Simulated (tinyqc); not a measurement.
# One electron in a tunnel-coupled double dot: charge qubit, sensing and quantum capacitance, step by step

Numbers from tinyqc (`OMP_NUM_THREADS=1 python tinyqc.py 2470018 2470019 out.jsonl`; about 0.01 s on one thread of a shared Intel Xeon 2.30GHz). Printed values are rounded.

Basis (left, right), H = [[ep/2, tc], [tc, -ep/2]], splitting Om = sqrt(ep^2 + 4 tc^2), ep = al times the gate voltage. In equilibrium the electron is on the right with the chance P_R = [1 + (ep/Om) tanh(Om/2 kB T)]/2.

Inputs (values chosen for the exercise): tunnel coupling tc = 16 ueV; electron temperature T = 0.041 K; lever arm of the gate on the detuning al = 0.42 eV/V; parasitic capacitance of the resonator Cp = 0.23 pF; resonator frequency f0 = 339 MHz; loaded quality factor Q = 98; deviation of quasi-static detuning noise se = 2.7 ueV; detuning ep = 54.4 ueV.

Constants: q = 1.602176634e-19 C, kB = 1.380649e-23 J/K, hbar = 1.054571817e-34 J s, h = 6.62607015e-34 J s, Vt = kB T/q. Results are converted to the units shown.

## Splitting and occupation

Also the frequency Om/h, the mixing angle arctan2(2 tc, ep) and the weight of the right dot in the ground state, (1 + ep/Om)/2.

Om = 63.1139 ueV
Om/h = 15.2609 GHz
mixing angle = 30.4655 degree
ground-state weight = 0.930967
kB T = 3.53311 ueV
P_R = 0.930967

## Capacitance seen by a resonator

q^2 al^2 dP_R/d(ep) splits into Cq = q^2 al^2 (2 tc^2/Om^3) tanh(Om/2 kB T) and Ct = q^2 al^2 (ep/Om)^2/(4 kB T cosh^2(Om/2 kB T)); Ct appears only if relaxation is faster than the drive. A resonator of frequency f0, capacitance Cp and quality factor Q shifts by df = -f0 Cq/(2 Cp) and its phase by -2 Q Cq/Cp.

Cq = 57.5579 aF
Ct = 1.03742e-4 aF
df = -42.4176 kHz
phase shift = -2810.32 millidegree

## Dephasing by charge noise

Noise in ep shifts Om by (ep/Om) d + (2 tc^2/Om^3) d^2. For Gaussian d of deviation se the spread of Om is sqrt[(ep se/Om)^2 + 2 (2 tc^2 se^2/Om^3)^2], and T2* is estimated as sqrt(2) hbar/spread; Om T2*/h counts the oscillations within T2*.

first-order spread = 2.32722 ueV
second-order spread = 0.0209961 ueV
T2* = 0.399968 ns
oscillations within T2* = 6.10386

At ep = 0 the first-order term vanishes and T2* would be 5.78 ns.
